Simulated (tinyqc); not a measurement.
Ewald sum of point charges, rock salt lattice, step by step. Computed by tinyqc, a small Python program that keeps every step. Command: `OMP_NUM_THREADS=1 python tinyqc.py 21089 21090 out.jsonl` (the two numbers bound the seeds that draw the settings). One thread of a shared host (Intel(R) Xeon(R) Processor @ 2.60GHz), about 0.03 s of CPU time with the checks.

## Ewald sum with eta = 0.412 1/bohr

cell vectors (rows) (bohr):
```
,1,2,3
1,0.000000,4.505000,4.505000
2,4.505000,0.000000,4.505000
3,4.505000,4.505000,0.000000
```

Charges:
```
q,f1,f2,f3
1.000000,0.000000,0.000000,0.000000
-1.000000,0.500000,0.500000,0.500000
```

Real space: 1/2 sum q_i q_j erfc(eta r)/r over all images with r > 0; reciprocal space: (2 pi/V) sum_(G != 0) exp(-G^2/4 eta^2)/G^2 |S(G)|^2 with S(G) = sum q exp(i G.r); self term -eta/sqrt(pi) sum q^2; background -pi Q^2/(2 V eta^2), Q the total charge.

Real-space shells (first ones):
```
r (bohr),pairs,sum (hartree)
4.505000,12,-0.011545
6.371032,24,0.000387
7.802889,16,-0.000006
9.010000,12,1.01e-07
10.073486,48,-1.04e-08
11.034951,48,2.78e-10
12.742064,24,0
13.515000,60,0
14.246061,48,0
```

Reciprocal shells (first ones that count):
```
G^2 (1/bohr^2),vectors,sum (hartree)
1.458920,8,0.087905
5.349372,24,0.000234
9.239825,24,4.39e-07
13.130278,32,1.34e-09
```

## The total does not depend on eta

The same sums for other eta.

Totals (hartree per cell):
```
eta,real,reciprocal,self,background,total
0.412000,-0.011163,0.088139,-0.464892,0.000000,-0.38791667
0.518000,-0.001281,0.197865,-0.584500,0.000000,-0.38791667
0.733000,-4.01e-06,0.439189,-0.827102,0.000000,-0.38791667
```

shortest distance = 4.505000 bohr

Madelung constant -E d / (formula units |q+ q-|) = 1.747565
